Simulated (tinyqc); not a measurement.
# Changing the exchange J2

Model: Heisenberg magnet: exchange from energy differences, ordering vector, linear spin waves and ordering temperature. Computed by tinyqc, a small Python program. Command: `OMP_NUM_THREADS=1 python tinyqc.py 3001518 3001519 out.jsonl magnon sweep`. One thread of a shared host (Intel(R) Xeon(R) Processor @ 2.30GHz), about 0.1 s of CPU time with the checks.

H = -sum over pairs <ij> J_ij S_i.S_j - K sum_i (S_i^z)^2, each pair once, J > 0 ferromagnetic. First neighbours: 4 at a (1, 0), second: 4 at a (1, 1), with all permutations and signs.

Inputs (values chosen for the exercise, for a model magnet):
```
quantity                 value      unit
exchange J1               2.35       meV
spin S                       1         -
single-ion anisotropy K  0.054       meV
lattice constant a        4.02  angstrom
mesh divisions n            60         -
temperature T               27         K
```

Lattice: square. Order: ferromagnetic.

wave vector q (2 pi/a): 0.14  0.13

Constants: h x 1 THz = 4.135667696 meV; k_B = 8.617333262e-05 eV/K.

Method:
- J(q) = J1 g1(q) + J2 g2(q), g_s(q) = sum over shell s of cos(q.R).
- g_s(q) = sum over shell s of cos(q.R), z1 = g1(0). E(q) = S [J(0) - J(q)] + (2S - 1) K, J(q) = J1 g1 + J2 g2. The factor 2S - 1 removes the anisotropy for S = 1/2.
- sum R_x^2 over the shells is s1 = 2 a^2 and s2 = 4 a^2. E = gap + D q^2 with D = (S/2)(J1 s1 + J2 s2) and gap = (2S - 1) K.
- Mesh: q = sum_i (m_i + 1/2)/n b_i, m_i = 0..n-1, b = [[1, 0], [0, 1]] in 2 pi/a; <..> is the mean over the mesh.
- n = 1/(exp(E/(k_B T)) - 1); no zero-point loss; thermal loss <n>; moment = S less the losses.
- K left out. Mean field: k_B T = S (S + 1) J(Q)/3 at the ordering vector Q; random-phase (Tyablikov): k_B T = [S (S + 1)/3] / <1/(J(Q) - J(q))>, which diverges in two dimensions and gives 0; Curie-Weiss theta = S (S + 1) J(0)/(3 k_B).

One run for each value; columns: (1) exchange J2 (meV); (2) stiffness D (meV angstrom^2); (3) mean-field ordering temperature (K); (4) E(q) (meV); (5) thermal loss; (6) zero-point loss:
```
(1)        (2)     (3)     (4)      (5)  (6)
-0.550  20.201   55.70  2.0007  0.58559    0
-0.310  27.957   63.13  2.5418  0.43151    0
-0.059  36.070   70.90  3.1077  0.33547    0
0.190   44.118   78.60  3.6691  0.27340    0
0.430   51.875   86.03  4.2102  0.23137    0
0.680   59.955   93.76  4.7739  0.19909    0
0.930   68.035  101.50  5.3375  0.17453    0
1.200   76.762  109.86  5.9463  0.15388    0
```

What does the table show, and why?

Over the rows, stiffness D (meV angstrom^2) rises from 20.2 to 76.8; mean-field ordering temperature (K) rises from 55.7 to 110; E(q) (meV) rises from 2.00 to 5.95. An antiferromagnetic J2 joins parallel spins and so frustrates this order: from the last row to the first the long-wave coefficient shrinks by a factor 3.80, the mean-field temperature by 1.97. Left out: -1.30 (this order is not the classical ground state). Left out: -1.00, -0.800 (T too near or above the ordering temperature).

Caution (all rows): with so many magnons their interaction matters and linear theory fails.
